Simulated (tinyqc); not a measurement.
Bandgap voltage reference from two bipolar transistors: one step of the calculation.

Two transistors of area 1 and N carry the same current I. Is(T) = Is (T/T0)^eta exp[(Vg0 q/kB)(1/T0 - 1/T)], VBE1 = Vt ln(I/Is(T)) + I rb, VBE2 = Vt ln(I/(N Is(T))) + I rb/N. The amplifier forces I R1(T) = VBE1 - VBE2 + Vos, with R(T) = R (1 + tc (T - T0)) for both resistors, and the output is Vref = VBE1 + I R2(T). Base currents and the Early effect are neglected.

Problem. Resistor for zero slope at T0, ideal case. With tc = 0, Vos = 0 and rb = 0 the current is proportional to T, dVBE/dT = (VBE - Vg0 - (eta - 1) Vt)/T, and Vref has zero slope at T0 when Vref = Vg0 + (eta - 1) Vt0. Find VBE1, its slope, that Vref, R2/R1 and the curvature d2Vref/dT2 = -(eta - 1) kB/(q T0).

Parameters, values chosen for the exercise; values of the order met in silicon bipolar transistors: reference temperature T0 = 323 K; band-gap voltage extrapolated to 0 K Vg0 = 1.174 V; temperature exponent of the saturation current eta = 3.1; saturation current of the unit transistor at T0 Is = 1e-16 A; area ratio of the second transistor N = 15; resistor across which the difference of VBE falls, at T0 R1 = 15 kohm.

Constants: q = 1.602176634e-19 C, kB = 1.380649e-23 J/K. Results are converted to the units shown.

Give: VBE1; dVBE/dT; Vref; R2/R1; curvature.

Solution.

VBE1 = 0.6858 V
dVBE/dT = -1.692 mV/K
Vref = 1.232 V
R2/R1 = 7.252
curvature = -0.5603 uV/K^2

Numbers from tinyqc (`OMP_NUM_THREADS=1 python tinyqc.py 2062117 2062118 out.jsonl`; about 0.02 s on one thread of a shared Intel Xeon 2.30GHz).
